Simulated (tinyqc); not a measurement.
Static screening by free carriers: one step. Lindhard function at one q. Four cases, with inputs chosen for the exercise.

Problem. Compare with Thomas-Fermi, 1 + (qTF/q)^2.

Lindhard at zero temperature: eps(q)/eps = 1 + (qTF/q)^2 L(x), x = q/(2 kF), L(x) = 1/2 + ((1 - x^2)/(4x)) ln|(1 + x)/(1 - x)|.

Case 1.

Values chosen (out of a larger set: near those of SiC; not measured data): q = 0.0553 1/angstrom (wave vector).

kF = 0.03193532 1/angstrom
qTF = 0.09569496 1/angstrom

Case 2.

Values chosen (out of a larger set: a free-electron density near that of Au; not measured data): q = 0.317 1/angstrom (wave vector).

kF = 1.195452 1/angstrom
qTF = 1.695980 1/angstrom

Case 3.

Values chosen (out of a larger set: a free-electron density near that of Na; not measured data): q = 0.441 1/angstrom (wave vector).

kF = 0.9281003 1/angstrom
qTF = 1.494349 1/angstrom

Case 4.

Values chosen (out of a larger set: a free-electron density near that of Al; not measured data): q = 4.57 1/angstrom (wave vector).

kF = 1.733716 1/angstrom
qTF = 2.042412 1/angstrom

Give: x; L(x); eps(q)/eps, Lindhard; eps(q)/eps, Thomas-Fermi.

Solution.

Case 1.

x = 0.8658
L(x) = 0.6903
eps(q)/eps, Lindhard = 3.067
eps(q)/eps, Thomas-Fermi = 3.995

The carriers respond with 69 % of their long-wave strength at this q. The zero-temperature form is an exercise here: at the temperature of this gas EF is only 0.38 kT.

Case 2.

x = 0.1326
L(x) = 0.9941
eps(q)/eps, Lindhard = 29.46
eps(q)/eps, Thomas-Fermi = 29.62

The carriers respond with 99 % of their long-wave strength at this q.

Case 3.

x = 0.2376
L(x) = 0.9810
eps(q)/eps, Lindhard = 12.26
eps(q)/eps, Thomas-Fermi = 12.48

The carriers respond with 98 % of their long-wave strength at this q.

Case 4.

x = 1.3180
L(x) = 0.2223
eps(q)/eps, Lindhard = 1.044
eps(q)/eps, Thomas-Fermi = 1.200

The carriers respond with 22 % of their long-wave strength at this q, beyond 2 kF, where no pair of states on the Fermi surface is joined by q.

Computed by tinyqc, one run a case: `OMP_NUM_THREADS=1 python tinyqc.py N N+1 out.jsonl` with N = 1650052, 1650144, 1650438, 1650542; one thread of a shared Intel(R) Xeon(R) Processor @ 2.30GHz, about 0.01 s a run at most.
